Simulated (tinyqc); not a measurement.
Inside a calculation. Model: straight dislocations in isotropic elasticity: fields, energies, partials, Peierls stress and walls. Computed by tinyqc, a small Python program that keeps every step. Command: `OMP_NUM_THREADS=1 python tinyqc.py 3004865 3004866 out.jsonl disloc walk`. One thread of a shared host (Intel(R) Xeon(R) Processor @ 2.30GHz), about 0.01 s of CPU time with the checks. Intermediate numbers are printed to about 7 digits and carried at full precision; extremes and crossings named in words are read from the listed rows.

The line runs along z, the glide plane is y = 0, and beta is the angle between b and the line (0 screw, 90 degrees edge): b_e = b sin(beta) along +x with the extra half plane at y > 0, b_s = b cos(beta). Stress is positive in tension.

Inputs (values chosen for the exercise, modelled on silicon):

| quantity | value | unit |
|---|---|---|
| shear modulus G | 65.5 | GPa |
| Poisson ratio nu | 0.221 | - |
| Burgers vector b | 3.84 | angstrom |
| stacking-fault energy gamma | 47 | mJ/m^2 |
| dislocation density rho | 2.9e+14 | 1/m^2 |
| core radius r0/b | 1 | - |
| unstable fault energy gamma_us | 1630 | mJ/m^2 |
| tilt angle theta | 11 | degrees |
| source length l | 57 | nm |

Character: screw.

field point (x, y) (nm): -5  1.4

Constants: 1 eV/angstrom^3 = 160.2176634 GPa.

## Line energy and line tension

Energy factor K = G [cos^2(beta) + sin^2(beta)/(1 - nu)]. E = K b^2/(4 pi) ln(R/r0) with R = 1/(2 sqrt(rho)); tension T = E + d^2E/d(beta)^2 = G b^2 [1 + nu - 3 nu sin^2(beta)]/(4 pi (1 - nu)) ln(R/r0). The core energy is taken into r0.

energy factor K = 65.5 GPa

ln(R/r0) = 4.336780

line energy E = 20.80420 eV/nm

line tension T = 32.60837 eV/nm

stored energy rho E = 966.6279 kJ/m^3

T/E = 1.57: bowing turns parts of the line towards the costlier edge character, so it is stiff.

## Stress at a point

With D = G b_e/(2 pi (1 - nu)), S = G b_s/(2 pi), r^2 = x^2 + y^2: s_xx = -D y (3x^2 + y^2)/r^4, s_yy = D y (x^2 - y^2)/r^4, s_xy = D x (x^2 - y^2)/r^4, s_zz = nu (s_xx + s_yy), s_xz = -S y/r^2, s_yz = S x/r^2. Pressure p = -trace/3.

stress (MPa):
```
           x          y          z
x     0.0000     0.0000  -207.8743
y     0.0000     0.0000  -742.4082
z  -207.8743  -742.4082     0.0000
```

pressure p = 0 MPa

A screw dislocation has pure shear and no pressure field.

## Force on a second, equal dislocation at that point

Peach-Koehler force per length on a parallel dislocation with the same b: in the glide plane F_x = s_xy b_e + s_yz b_s, normal to it F_y = -(s_xx b_e + s_xz b_s), which drives climb of the edge part or cross-slip of a screw.

glide force F_x = -285.0848 mN/m

normal force F_y = 79.82373 mN/m

Along x the second dislocation is repelled.

## Splitting into partials

Shockley partials have b_p = b/sqrt(3) at the angles beta -/+ 30 degrees; their repulsion balances the fault at d = G b_p^2/(8 pi gamma) (2 - nu)/(1 - nu) [1 - 2 nu cos(2 beta)/(2 - nu)].

partial Burgers vector b_p = 2.217025 angstrom

splitting width d = 4.677769 nm

d/b = 12.18169

Widely split: cross-slip and climb need a constriction first.

## Peierls-Nabarro core of the undissociated dislocation

Misfit energy gamma(u) = (gamma_us/2)(1 - cos(2 pi u/b)), so the largest restoring stress is tau_max = pi gamma_us/b; u(x) = b/2 + (b/pi) arctan(x/zeta), zeta = K b/(4 pi tau_max). Summing the misfit energy over atomic rows a' apart gives, for a wide core, W_P = (K b^2/pi) exp(-2 pi zeta/a') and sigma_P = (K b/a') exp(-2 pi zeta/a'); a' = b/2 for edge and 30-degree lines, b sqrt(3)/2 for screw and 60-degree lines.

tau_max = 13.33541 GPa

half width zeta = 1.500916 angstrom

row spacing a' = 3.325538 angstrom

Peierls barrier W_P = 1125.834 meV/nm

Peierls stress sigma_P = 4437.534 MPa

zeta/a' = 0.45 and sigma_P/G = 0.068: the stress falls by a factor e for each a'/(2 pi) of half width. Caution: for a core this narrow higher harmonics of the row sum matter and the wide-core formula is rough. Caution: in covalent crystals lines are dissociated and reconstructed and move by kinks, so this sinusoidal model gives only the trend.

## Strength from dislocations

Frank-Read source, averaged over the loop: tau = G b/(2 pi l) [(1 - nu/2)/(1 - nu)] ln(l/r0). Taylor hardening: tau = 0.3 G b sqrt(rho).

Frank-Read stress = 400.9688 MPa

Taylor stress = 128.4969 MPa

Of the source, forest and Peierls stresses the largest here is the Peierls stress. Caution: in covalent crystals the flow stress is largely set by thermally activated glide over the Peierls barrier, which the source and Taylor stresses leave out.

## Low-angle tilt boundary

A symmetric tilt wall of edge dislocations has the spacing h = b/(2 sin(theta/2)); Read-Shockley: gamma_b = E0 theta (A - ln theta), E0 = G b/(4 pi (1 - nu)), A = 1 + ln(b/(2 pi r0)), theta in radians.

spacing h = 2.003219 nm

boundary energy = 400.7692 mJ/m^2

angle of the maximum, exp(A - 1) = 9.118907 degrees

Caution: towards the maximum of the Read-Shockley curve the spacing is no longer large against the core size, so the formula is only rough.

## Character of the line

E = K b^2/(4 pi) ln(R/r0); T = G b^2 [1 + nu - 3 nu sin^2(beta)]/(4 pi (1 - nu)) ln(R/r0).

From screw to edge:

| beta (degrees) | K (GPa) | E (eV/nm) | T (eV/nm) | d (nm) |
|---|---|---|---|---|
| 0 | 65.50000 | 20.80420 | 32.60837 | 4.677769 |
| 15 | 66.74477 | 21.19956 | 31.42228 | 4.884951 |
| 30 | 70.14554 | 22.27972 | 28.18181 | 5.450982 |
| 45 | 74.79108 | 23.75524 | 23.75524 | 6.224196 |
| 60 | 79.43662 | 25.23076 | 19.32867 | 6.997410 |
| 75 | 82.83739 | 26.31092 | 16.08820 | 7.563442 |
| 90 | 84.08216 | 26.70628 | 14.90211 | 7.770624 |

The edge costs 1/(1 - nu) = 1.284 times the screw in energy, yet its tension is only (1 - 2 nu)/(1 + nu) = 0.457 of the screw value, so loops under stress are elongated along b. The edge splits 1.66 times as widely, (2 + nu)/(2 - 3 nu), since there the larger, edge parts of the partials repel with the factor 1/(1 - nu) and the small screw parts attract, while in the screw the roles are exchanged.

Checks made by the program: zero divergence of the stress field, by differences and relative to the size of its gradient (relative difference below 1e-10); splitting against the force between the two partials (relative difference below 1e-10).
